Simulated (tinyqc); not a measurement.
Domain walls in a thin film with perpendicular anisotropy: Bloch, Neel and chiral walls, motion and stripe domains: one step, computed by the program tinyqc.

One-dimensional wall: polar angle theta(x), azimuth phi of the moment in the wall (phi = 0 Neel, 90 degrees Bloch). mu_0 = 1.25663706212e-6 T m/A, gamma = 1.76085963023e11 rad/(s T).

Problem. Walker breakdown. Field drive: steady motion v = gamma Delta B/alpha needs B = (alpha/2) [2 B_D sin(phi) - B_K sin(2 phi)] in size, B_K = 2 K_D/M_s, B_D = pi D/(2 M_s Delta), with phi moving from its rest value; the Walker field B_W is the largest value of |B_D sin(phi) - (B_K/2) sin(2 phi)| times alpha, reached at cos(phi) = [d - sqrt(d^2 + 8)]/4, d = B_D/B_K. Far above B_W/alpha, v = gamma Delta B alpha/(1 + alpha^2); this is used for all B above B_W.

Inputs (values chosen for the exercise, for a model film):
```
quantity                      value    unit
saturation magnetisation M_s   1290    kA/m
DMI constant D                 0.15  mJ/m^2
damping alpha                 0.064       -
field mu_0 H_z                  1.3      mT
```

Drive: magnetic field.

K_D = 96.70746 kJ/m^3

width parameter Delta = 4.293855 nm

Give: B_K; B_D; Walker field B_W; velocity at B_W; velocity at B.

Solution.

B_K = 149.9 mT

B_D = 42.54 mT

Walker field B_W = 6.811 mT

velocity at B_W = 80.46 m/s

velocity at B = 15.36 m/s

B is below B_W: steady motion. Without D, B_W would be alpha B_K/2 = 4.80 mT, so D raises it 1.4 times.
